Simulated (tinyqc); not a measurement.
Global model of a low-pressure process discharge: electron temperature, density, ion flux and ion energy: one step, computed by the program tinyqc. Command: `OMP_NUM_THREADS=1 python tinyqc.py 3110158 3110159 out.jsonl plasma walk`. One thread of a shared host (Intel(R) Xeon(R) Processor @ 2.30GHz), about 0.01 s of CPU time with the checks.

Maxwellian electrons with temperature T_e in eV, one positive ion, no negative ions, uniform bulk density n; rate constants have the Arrhenius form.

Task: Energy per pair and density. E_c = E_iz + (X0 exp(-E_ex/T_e) E_ex + K_el (3 m_0/M) T_e)/K_iz; wall potential V_s = (T_e/2) ln(M/(2 pi m_0)); E_T = E_c + 2 T_e + T_e/2 + V_s; n = P/(e u_B A_eff E_T); ion current density J = e h_L n u_B; ionised share n/n_g.

Inputs (values chosen for the exercise, of the order of those of an inductive discharge in a simple atomic gas):

| quantity | value | unit |
|---|---|---|
| ion mass M | 40 | u |
| ionisation energy E_iz | 17.3 | eV |
| excitation prefactor X0 | 1e-14 | m^3/s |
| excitation energy E_ex | 9.01 | eV |
| elastic rate constant K_el | 5.2e-14 | m^3/s |
| gas temperature T_g | 500 | K |
| absorbed power P | 120 | W |

T_e = 4.020765 eV

K_iz = 3.789092e-16 m^3/s

Bohm velocity u_B = 3114.261 m/s

A_eff = 287.1160 cm^2

h_L = 0.3338096

gas density n_g = 1.042988e+20 1/m^3

Constants: m_0 = 9.1093837015e-31 kg; u = 1.6605390666e-27 kg; e = 1.602176634e-19 C.

Give: collisional loss per pair E_c; wall potential V_s; E_T; plasma density n; ion current density J; ionised share.

Result:

collisional loss per pair E_c = 42.62 eV

wall potential V_s = 18.82 V

E_T = 71.48 eV

plasma density n = 1.172e+11 1/cm^3

ion current density J = 1.952 mA/cm^2

ionised share = 0.001124

Collisions take 60 % of the power and the walls the rest. T_e came from the particle balance alone; the power sets only n.
